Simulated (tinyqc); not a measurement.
CISD on RHF in the sto-3g basis, for H4, spin multiplicity 1, step by step. One step of it, computed by the program tinyqc.

Problem. CISD: determinants and Hamiltonian. Slater-Condon rules over spin orbitals, with the nuclear repulsion added and E(HF) subtracted on the diagonal. Only determinants linked to the reference directly or through others are kept (one block of an abelian symmetry group), so some states are absent.

one-electron integrals over orbitals h = C^T H C (hartree):
```
           1          2          3          4
1  -1.472511   0.000000   0.084345   0.000000
2   0.000000  -1.418567   0.000000  -0.077767
3   0.084345   0.000000  -1.041807   0.000000
4   0.000000  -0.077767   0.000000  -0.948515
```

Two-electron integrals over orbitals (pq|rs), unique and non-zero (hartree):
```
(11|11) 0.399389    (21|21) 0.209328    (22|11) 0.397284    (22|22) 0.402174
(31|11) -0.029729   (31|22) -0.004366   (31|31) 0.107520    (32|21) 0.045885
(32|32) 0.100055    (33|11) 0.394297    (33|22) 0.395945    (33|31) -0.007380
(33|33) 0.409510    (41|21) 0.008483    (41|32) -0.090414   (41|41) 0.095035
(42|11) 0.036686    (42|22) 0.012877    (42|31) -0.107938   (42|33) 0.010511
(42|42) 0.111176    (43|21) -0.205955   (43|32) -0.047854   (43|41) -0.006684
(43|43) 0.218499    (44|11) 0.411112    (44|22) 0.408789    (44|31) -0.032885
(44|33) 0.419656    (44|42) 0.039305    (44|44) 0.440238
```

nuclear repulsion = 1.73484634 hartree

Hartree-Fock energy = -2.07526517 hartree

Give: determinants; H - E(HF) between determinants.

Solution.

Occupation strings over the orbitals (2 doubly, a alpha, b beta, 0 empty; spin orbitals ordered 1a 1b 2a 2b ...): 2200 2a0b a2b0 2b0a b2a0 aabb 2020 abab 2002 abba baab 0220 baba 0202 bbaa

H - E(HF) between determinants (hartree):
```
        2200    2a0b    a2b0    2b0a    b2a0    aabb    2020    abab
2200   0.000   0.000   0.000   0.000   0.000   0.018   0.100   0.090
2a0b   0.000   0.619   0.098  -0.111   0.108  -0.024  -0.048   0.046
a2b0   0.000   0.098   0.532   0.108  -0.108  -0.030  -0.046   0.048
2b0a   0.000  -0.111   0.108   0.619   0.098   0.000   0.048  -0.007
b2a0   0.000   0.108  -0.108   0.098   0.532   0.000   0.046  -0.008
aabb   0.018  -0.024  -0.030   0.000   0.000   0.928  -0.090  -0.100
2020   0.100  -0.048  -0.046   0.048   0.046  -0.090   0.953  -0.116
abab   0.090   0.046   0.048  -0.007  -0.008  -0.100  -0.116   1.137
2002   0.111   0.026   0.000  -0.026   0.000   0.108   0.218  -0.206
abba  -0.108   0.000  -0.026   0.029   0.000  -0.111   0.206  -0.218
baab  -0.108  -0.029   0.000   0.000   0.026  -0.108   0.206  -0.209
0220   0.108   0.000   0.022   0.000  -0.022   0.108   0.209  -0.206
baba   0.090   0.007   0.008  -0.046  -0.048  -0.095  -0.116   0.000
0202   0.095  -0.008  -0.007   0.008   0.007  -0.090   0.000  -0.116
bbaa   0.018   0.000   0.000   0.024   0.030   0.000  -0.090  -0.095

        2002    abba    baab    0220    baba    0202    bbaa
2200   0.111  -0.108  -0.108   0.108   0.090   0.095   0.018
2a0b   0.026   0.000  -0.029   0.000   0.007  -0.008   0.000
a2b0   0.000  -0.026   0.000   0.022   0.008  -0.007   0.000
2b0a  -0.026   0.029   0.000   0.000  -0.046   0.008   0.024
b2a0   0.000   0.000   0.026  -0.022  -0.048   0.007   0.030
aabb   0.108  -0.111  -0.108   0.108  -0.095  -0.090   0.000
2020   0.218   0.206   0.206   0.209  -0.116   0.000  -0.090
abab  -0.206  -0.218  -0.209  -0.206   0.000  -0.116  -0.095
2002   1.262   0.098   0.098   0.000  -0.206   0.209   0.108
abba   0.098   1.161   0.000   0.098  -0.209   0.206  -0.108
baab   0.098   0.000   1.161   0.098  -0.218   0.206  -0.111
0220   0.000   0.098   0.098   1.085  -0.206   0.218   0.108
baba  -0.206  -0.209  -0.218  -0.206   1.137  -0.116  -0.100
0202   0.209   0.206   0.206   0.218  -0.116   1.331  -0.090
bbaa   0.108  -0.108  -0.111   0.108  -0.100  -0.090   0.928
```
